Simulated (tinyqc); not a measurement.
From results back to parameters: electrons shared among three sets of ellipsoidal valleys. Five cases, with inputs chosen for the exercise.

Problem. With Boltzmann statistics n(Gamma)/n(L) = R exp(-dE/kB T), where R = N_2/N_1 does not depend on T. Two ratios were computed from hidden R and dE.

Constants: kB = 8.617333262e-05 eV/K.

Find: dE; R.

Method. dE = kB ln(ratio_b/ratio_a)/(1/Ta - 1/Tb); then R = ratio_a exp(dE/kB Ta).

Case 1.

Values chosen (out of a larger set: masses and offsets near those of Ge; mobilities are free inputs, held fixed; not measured data): Ta = 300 K; Tb = 450 K.

ratio at Ta = 2.84559e-05
ratio at Tb = 0.000254760

Solution.

dE = 0.170 eV
R = 0.0204

Case 2.

Values chosen (out of a larger set: masses and offsets near those of Ge; mobilities are free inputs, held fixed; not measured data): Ta = 300 K; Tb = 450 K.

ratio at Ta = 0.000138545
ratio at Tb = 0.000721707

Solution.

dE = 0.128 eV
R = 0.0196

Case 3.

Values chosen (out of a larger set: masses and offsets near those of Ge; mobilities are free inputs, held fixed; not measured data): Ta = 300 K; Tb = 450 K.

ratio at Ta = 8.43159e-05
ratio at Tb = 0.000526108

Solution.

dE = 0.142 eV
R = 0.0205

Case 4.

Values chosen (out of a larger set: masses and offsets near those of Ge; mobilities are free inputs, held fixed; not measured data): Ta = 300 K; Tb = 500 K.

ratio at Ta = 2.88712e-05
ratio at Tb = 0.000406944

Solution.

dE = 0.171 eV
R = 0.0215

Case 5.

Values chosen (out of a larger set: masses and offsets near those of Ge; mobilities are free inputs, held fixed; not measured data): Ta = 300 K; Tb = 450 K.

ratio at Ta = 0.000209365
ratio at Tb = 0.000971124

Solution.

dE = 0.119 eV
R = 0.0209

Computed by tinyqc, one run a case: `OMP_NUM_THREADS=1 python tinyqc.py N N+1 out.jsonl` with N = 1652469, 1652496, 1680039, 1680336, 1680389; one thread of a shared Intel(R) Xeon(R) Processor @ 2.30GHz, about 0.03 s a run at most.
